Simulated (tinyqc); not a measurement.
Thermionic emission over a Gaussian spread of barriers: two steps of the calculation.

Metal on an n-type semiconductor with one parabolic valley; V > 0 is forward bias (metal positive). Patches of barrier height b are spread as a Gaussian with mean phi - r2 V and variance sg^2 + r3 V; each carries A* T^2 exp(-b/Vt) [exp(V/Vt) - 1].

Inputs (values chosen for the exercise); band and dielectric values close to those of gallium nitride:
- T = 350 K (temperature)
- me = 0.198 m0 (electron mass)
- phi = 1.08 eV (barrier height seen from the metal)
- sg = 0.061 eV (standard deviation of the barrier heights)
- r2 = -0.073 (shift of the mean barrier per volt, with its sign reversed (rho2))
- r3 = -0.001 V (change of sg^2 per volt (rho3))
- V = 0.29 V (bias)
- nb = 9 (barrier heights sampled)

Constants: q = 1.602176634e-19 C, kB = 1.380649e-23 J/K, h = 6.62607015e-34 J s, m0 = 9.1093837015e-31 kg, Vt = kB T/q. Results are converted to the units shown.

Task 1. Apparent barrier, ideality and current. A* = 4 pi q me m0 kB^2/h^3 (times 1e-4 for A/(cm^2 K^2)). The mean of exp(-b/Vt) gives the apparent barrier phi_ap(V) = phi - r2 V - (sg^2 + r3 V)/(2 Vt), J = A* T^2 exp(-phi_ap/Vt) [exp(V/Vt) - 1], and 1/n = 1 + r2 + r3/(2 Vt).

Find: A*; phi_ap(0); phi_ap(V); n; J.

Result 1.

A* = 23.79 A/(cm^2 K^2)
phi_ap(0) = 1.018 eV
phi_ap(V) = 1.044 eV
n = 1.098
J = 4.011e-5 A/cm^2

Task 2. The same mean by Simpson's rule. With mean mu and deviation s at this bias, take nb equally spaced b from mu - s^2/Vt - 3.5 s to mu + s, the Gaussian density g(b) and y = g exp(-(b - mu)/Vt); the integral I of y gives phi_ap = mu - Vt ln I.

Give: b; g; y; I; phi_ap.

Result 2.

```
point  b (eV)   g (1/eV)  y (1/eV)
0      0.7824  2.5240e-6  0.098212
1      0.8296  1.4605e-4    1.1895
2      0.8767  0.0044186    7.5331
3      0.9239   0.069896    24.943
4      0.9711    0.57810    43.184
5      1.0182     2.5000    39.090
6      1.0654     5.6528    18.501
7      1.1126     6.6829    4.5784
8      1.1597     4.1310   0.59240
```

I = 6.5773
phi_ap = 1.0444 eV

Computed by the program tinyqc: `OMP_NUM_THREADS=1 python tinyqc.py 2640161 2640162 out.jsonl`, one thread of a shared Intel Xeon 2.30GHz, about 0.01 s for the whole run.
